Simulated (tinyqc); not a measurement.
Tight binding, dimerised chain, step by step. One step of it, computed by the program tinyqc.

Task: Open chain of 3 cells. The same hoppings without the wrap-around bond.

H of the open chain (eV):
```
           1          2          3          4          5          6
1   0.000000  -1.460000   0.000000   0.000000   0.000000   0.000000
2  -1.460000   0.000000  -1.670000   0.000000   0.000000   0.000000
3   0.000000  -1.670000   0.000000  -1.460000   0.000000   0.000000
4   0.000000   0.000000  -1.460000   0.000000  -1.670000   0.000000
5   0.000000   0.000000   0.000000  -1.670000   0.000000  -1.460000
6   0.000000   0.000000   0.000000   0.000000  -1.460000   0.000000
```

Give: levels; weights of the highest filled level on the sites.

Result:

levels (eV): -2.8152  -1.9284  -0.5733  0.5733  1.9284  2.8152

weights of the highest filled level on the sites: 0.2939  0.0453  0.1607  0.1607  0.0453  0.2939

The bulk gap runs from -0.2100 to 0.2100 eV; no level of this chain lies inside it.
